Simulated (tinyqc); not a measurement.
What each parameter does: linear model of a band gap against the share of exact exchange.

E(alpha) = E0 + S alpha. A wider gap screens less, modelled in the Penn form eps(alpha) = 1 + (e0 - 1)(EP/(EP + S alpha))^2 with a scale EP chosen for the exercise. A dielectric-dependent hybrid takes alpha = 1/eps.

Inputs chosen for the exercise (of the order of those of GaN; shifted at random, so the results belong to these values and not to a real crystal):
```
symbol  value  unit  meaning
E0      1.97   eV    gap of the semi-local functional
S       7.21   eV    slope dE/d(alpha)
e0      5.83         optical dielectric constant at alpha = 0
EP      21.4   eV    energy scale of the screening
```

Fixed point alpha = 1/eps(alpha), gap and eps there.

Results for these values:
```
case   alpha  E (eV)    eps
base  0.1899   3.339  5.267
```

What happens to each result for EP = 23.54 eV, all else kept?

Answer: alpha falls from 0.1899 to 0.1880; E falls from 3.339 to 3.326; eps rises from 5.267 to 5.318.

The same for each parameter in turn:
```
case            alpha  E (eV)    eps
base           0.1899   3.339  5.267
E0 = 2.167 eV  0.1899   3.536  5.267
S = 7.931 eV   0.1919   3.492  5.210
e0 = 5.247     0.2129   3.505  4.698
EP = 23.54 eV  0.1880   3.326  5.318
```

Run: tinyqc, `OMP_NUM_THREADS=1 python tinyqc.py 1850599 1850600 out.jsonl`; Intel(R) Xeon(R) Processor @ 2.30GHz, one thread, shared host; about 0.01 s of CPU time with all checks.
